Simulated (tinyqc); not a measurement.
MOSFET in the linear regime without short-channel effects, parameter extraction from computed curves: extraction methods against the source plus drain resistance.

Inversion charge Q = Cox n Vt W0(exp((Vg - VT)/(n Vt))), W0 the Lambert function and n = nf; u = Q/Cox; mobility mu = mu0/(1 + th1 u + th2 u^2); channel resistance Rch = (L - dL)/(W mu Q); Id = Vd/(Rch + Rsd/W). Cox = eps0 eox/tox. Small Vd, no channel-length or drain effects.

From the continuous curve Id(Vg): tangent at peak gm (V_ext = Vg - Id/gm); constant current Id = 0.1 uA W/L; peak of d2Id/dVg2; Y = Id/sqrt(gm) drawn through Vg = VT + 0.6 and VT + 0.8 V, with intercept VT_Y and slope s. Mobilities gm,max L/(W Cox Vd) and s^2 L/(W Cox Vd) with the drawn L. Last column: share of Rsd/W in the total resistance at VT + 0.8 V.

Parameters, values chosen for the exercise; channel values of the order met in silicon transistors:
- T = 400 K (temperature)
- eox = 25.1 (relative permittivity of the gate insulator (close to zirconium oxide))
- tox = 19 nm (insulator thickness)
- mu0 = 170 cm^2/(V s) (low-field mobility)
- th1 = 0.67 1/V (first mobility attenuation factor)
- th2 = 0 1/V^2 (second mobility attenuation factor)
- VT = 0.66 V (threshold voltage)
- nf = 1.3 (body factor)
- W = 1 um (gate width)
- L = 0.042 um (drawn gate length)
- dL = 0.011 um (drawn less effective length)
- Vd = 0.01 V (drain voltage)

Constants: q = 1.602176634e-19 C, kB = 1.380649e-23 J/K, Vt = kB T/q, eps0 = 8.8541878128e-14 F/cm where lengths are in cm. Results are converted to the units shown.

Extraction methods against the source plus drain resistance:
```
Rsd (ohm um)	V_ext (V)	constant current (V)	second derivative (V)	VT_Y (V)	mobility from gm (cm^2/(V s))	mobility from Y (cm^2/(V s))	series share (%)
0	0.650	0.691	0.643	0.706	147	199	0
50	0.641	0.692	0.640	0.706	135	199	13.0
100	0.633	0.693	0.637	0.706	125	199	23.0
200	0.623	0.695	0.633	0.706	111	199	37.4
400	0.609	0.699	0.625	0.706	93.4	199	54.5
800	0.593	0.710	0.614	0.706	73.0	199	70.5
1500	0.575	0.733	0.600	0.706	54.6	199	81.8
```

The model has VT = 0.66 V and mu0 = 170 cm^2/(V s). Over the table the extracted thresholds move by 75 mV (tangent), 42 mV (constant current), 43 mV (second derivative), under 0.5 mV (Y function). The mobility from gm falls from 147 to 54.6 and that from Y stays near 199 cm^2/(V s). Y cancels the series resistance, which multiplies Id and sqrt(gm) by the same factor.

tinyqc, about 0.01 s, one thread, Intel Xeon 2.30GHz (shared host): `OMP_NUM_THREADS=1 python tinyqc.py 2210063 2210064 out.jsonl`
